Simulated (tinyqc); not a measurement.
From a target level to the width: type-II superlattice in the two-band Kane model. Two cases, with inputs chosen for the exercise.

Problem. Which width a puts the bottom of C1 at the energy below?

Motion along the axis, period d = a + b, c = hbar^2/2m0. Conduction and light-hole bands couple: (E - Ec)(E - Ev) = Ep c k^2 in each layer, with mass m(E) = (E - Ev)/Ep, which may be negative. The conduction envelope psi and psi'/m(E) are continuous; a layer carries them by [[cos kt, (m/k) sin kt], [-(k/m) sin kt, cos kt]] (cosh and sinh for k^2 < 0), and cos(q d) = tr(M_B M_A)/2. C1 is the first miniband above EvB, with its bottom at tr/2 = +1 and its top at -1; the gap is the bottom of C1 less the top heavy-hole level HH1.

Constants: hbar^2/2m0 = 3.80998211 eV angstrom^2.

Case 1.

Values chosen (near those of an InAs/GaSb superlattice; shifted at random, so the results belong to these values and not to a real crystal): b = 53 angstrom (layer B); EcA = 0 eV (conduction edge of A); EvA = -0.416 eV (valence edge of A); EcB = 0.92 eV (conduction edge of B); EvB = 0.111 eV (valence edge of B); EpA = 14.4 eV (coupling energy in A); EpB = 18.2 eV (coupling energy in B).

bottom of C1 = 0.278438 eV

Case 2.

Values chosen (near those of an InAs/GaSb superlattice; shifted at random, so the results belong to these values and not to a real crystal): b = 22 angstrom (layer B); EcA = 0 eV (conduction edge of A); EvA = -0.41 eV (valence edge of A); EcB = 0.969 eV (conduction edge of B); EvB = 0.162 eV (valence edge of B); EpA = 14.5 eV (coupling energy in A); EpB = 17.9 eV (coupling energy in B).

bottom of C1 = 0.198697 eV

Find: k in A; kappa in B; a.

Solution. At q = 0 the state is even in both layers: (k/m_A) tan(k a/2) = (kappa/m_B) tanh(kappa b/2) with the masses at that energy; the first branch of the arctangent gives a.

Case 1.

k in A = 0.05937 1/angstrom
kappa in B = 0.03936 1/angstrom
a = 41.0 angstrom

Case 2.

k in A = 0.04679 1/angstrom
kappa in B = 0.02036 1/angstrom
a = 47.0 angstrom

Computed by tinyqc, one run a case: `OMP_NUM_THREADS=1 python tinyqc.py N N+1 out.jsonl` with N = 1251264, 1251297; one thread of a shared Intel(R) Xeon(R) Processor @ 2.30GHz, about 3 s a run at most.
